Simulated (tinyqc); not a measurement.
Stretching all distances: RHF, UHF, MP2, CISD and CCSD against full CI in the sto-3g basis, for BeH2, spin multiplicity 1. Computed by the program tinyqc with PySCF. 

Geometry (angstrom):
```
atom,x,y,z
Be,0.0000,0.0000,0.0000
H,0.0000,1.2660,0.1490
H,0.0000,-1.2660,0.1490
```

All coordinates are multiplied by the scale. c0^2 is the weight of the RHF determinant in the lowest singlet FCI state (UHF is spin-contaminated and may lie near states of higher spin) and n(LUMO) the first natural occupation beyond the occupied space.

Full CI energy (hartree) and errors against it (kcal/mol):
```
scale,distance 1-2 (angstrom),E(FCI),RHF,UHF,MP2,CISD,CCSD,<S^2> UHF,c0^2,n(LUMO)
0.9600,1.2237,-15.586578,19.5103,19.5103,6.2565,0.3745,0.2066,0.0000,0.9769,0.0222
1.1600,1.4787,-15.578349,26.7959,26.7959,9.6590,0.7339,0.3511,0.0000,0.9614,0.0423
1.3600,1.7336,-15.518707,38.7297,38.7297,15.6108,1.7029,0.7387,0.0000,0.9289,0.0851
1.5600,1.9886,-15.448129,56.7571,50.5312,25.1637,4.0929,1.7297,0.5747,0.8655,0.1730
1.7600,2.2435,-15.388030,82.7797,41.4497,39.7359,9.1460,3.8018,1.1095,0.7452,0.3504
1.9600,2.4985,-15.351668,118.6403,31.2154,60.4973,15.8813,4.8516,1.2698,0.5413,0.6457
```

UHF parts from RHF first at scale 1.56 of those listed, where <S^2> leaves zero. The weight c0^2 goes from 0.98 to 0.54 and n(LUMO) from 0.02 to 0.65: static correlation grows as the bonds break into open-shell fragments. The spread of the error along the curve, which distorts its shape, is CCSD 4.6, CISD 15.5, UHF 31.0, MP2 54.2, RHF 99.1 kcal/mol. The table stops here: at scale 2.16 and beyond, the reference weight falls under 0.45 or RHF, UHF or CCSD hop between solutions, so those rows were left out and the spreads given cover only the rows shown. As computed, partly on other solutions, the errors there reach in size RHF 160, UHF 29, MP2 81, CISD 18, CCSD 3 kcal/mol.
